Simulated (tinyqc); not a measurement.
# MOS structure on a p-type body with a doping step (retrograde), non-linear Poisson equation by Newton steps: effects of single changes

One dimension, insulator interface at x = 0, acceptor density N1 for x < x1 and Na beyond, net doping C = -(acceptor density). psi is counted from the intrinsic level: n = ni exp((psi - Vb)/Vt), p = ni exp(-psi/Vt); deep in the body psi_b = -Vt ln(Na/ni). The gate acts through Cox = eps0 eox/tox and has the potential psi_G = Vg - (phiM - chi - Vt ln(Nc/ni)). Boltzmann statistics, full ionisation, classical densities, no oxide or interface charge.

Parameters, values chosen for the exercise; band and dielectric values close to those of silicon:
```
symbol    value   unit                                                                 meaning
T           350      K                                                             temperature
Eg         1.11     eV                                                                band gap
eps_r      11.7                                                          relative permittivity
Nc       3.5e19  cm^-3                                  conduction-band density of states at T
Nv      3.31e19  cm^-3                                     valence-band density of states at T
chi        3.99     eV                                                       electron affinity
Na       5.9e17  cm^-3                                       acceptor density deep in the body
eox        7.34         relative permittivity of the gate insulator (close to silicon nitride)
tox         3.2     nm                                                     insulator thickness
phiM          4     eV                                                      gate work function
Vb            0      V                         electron quasi-Fermi potential against the body
x1           19     nm                                                depth of the doping step
N1       5.9e16  cm^-3                                         acceptor density above the step
```

Constants: q = 1.602176634e-19 C, kB = 1.380649e-23 J/K, Vt = kB T/q, eps0 = 8.8541878128e-14 F/cm where lengths are in cm. Results are converted to the units shown.

Each table varies one quantity; the others keep the values above.

## Charge and capacitance against gate voltage

ni = sqrt(Nc Nv) exp(-Eg/(2 Vt)), Eg in volts. The Poisson equation d/dx(eps0 eps_r dpsi/dx) = -q (p - n + C), with eps0 eps_r dpsi/dx = -Cox (psi_G - psi_0) at x = 0, is solved on a mesh of about 600 nodes or more. N_inv is the integral of n less its value deep in the body. C_LF = Cox (1 - dpsi_0/dVg) with all carriers following; C_HF is the same with the electron quasi-Fermi level shifting uniformly so that N_inv stays fixed. The centroid is that of the same excess.

Result of one run:
```
Vg (V),psi_0 - psi_b (V),N_inv (cm^-2),C_LF/Cox,C_HF/Cox,centroid (nm)
0.13,0.929,4.67e11,0.538,0.0970,1.02
```

What becomes of these results when the gate voltage against the body Vg is changed from 0.13 to 0.44 V, all else the same?

Result of the changed run:
```
Vg (V),psi_0 - psi_b (V),N_inv (cm^-2),C_LF/Cox,C_HF/Cox,centroid (nm)
0.44,1.01,3.37e12,0.857,0.0965,0.748
```

The whole series:
```
Vg (V),psi_0 - psi_b (V),N_inv (cm^-2),C_LF/Cox,C_HF/Cox,centroid (nm)
-0.33,0.550,2.67e6,0.118,0.118,1.59
-0.18,0.683,1.87e8,0.109,0.109,1.35
-0.02,0.825,1.81e10,0.136,0.101,1.17
0.13,0.929,4.67e11,0.538,0.0970,1.02
0.28,0.977,1.72e12,0.775,0.0964,0.870
0.44,1.01,3.37e12,0.857,0.0965,0.748
0.59,1.02,5.03e12,0.893,0.0966,0.662
```

N_inv goes from 2.67e6 to 5.03e12 cm^-2 and passes 2e11 cm^-2 at Vg = 0.0782 V. Below threshold it takes 81.3 mV a decade between Vg = -0.33 and -0.18 V, against Vt ln 10 = 69.4 mV. C_LF/Cox is lowest, 0.109, at Vg = -0.18 V among the rows listed and ends at 0.893, while C_HF/Cox ends at 0.0966. Between the last two rows q dN_inv/dVg is 0.873 Cox. Where the classical centroid is under about 2 nm, confinement would move the charge away from the interface and raise the threshold. Above about 2e12 cm^-2 degeneracy matters too.

## Effect of the acceptor density above the step on threshold, swing and body effect

VT is the Vg at which N_inv = 2e11 cm^-2. m = 1/(dpsi_0/dVg) at N_inv = 1e8 cm^-2; the swing is the Vg between N_inv = 1e8 and 1e9 cm^-2; body coefficient [VT(Vb + 0.05 V) - VT(Vb)]/0.05 V - 1.

Effect of the acceptor density above the step on threshold, swing and body effect:
```
N1 (cm^-3),VT (V),psi_0 - psi_b at VT (V),m - 1,swing (mV/decade),body coefficient
1.5e16,0.0717,0.900,0.123,80.4,0.132
2.2e16,0.0728,0.900,0.123,80.4,0.132
3.2e16,0.0742,0.900,0.123,80.4,0.132
4.7e16,0.0764,0.901,0.123,80.4,0.131
6.8e16,0.0795,0.901,0.124,80.4,0.131
1e17,0.0841,0.902,0.124,80.4,0.131
1.5e17,0.0914,0.903,0.125,80.4,0.131
```

Read the table: what changes, and by how much?

As N1 goes from 1.5e16 to 1.5e17, VT rises from 0.0717 to 0.0914 V, the swing stays near 80.4 mV/decade and the body coefficient stays near 0.131. The swing stays within 3.2 % of m Vt ln 10, and the body coefficient within 0.0089 of m - 1.

tinyqc, about 0.6 s, one thread, Intel Xeon 2.30GHz (shared host): `OMP_NUM_THREADS=1 python tinyqc.py 2080158 2080159 out.jsonl`
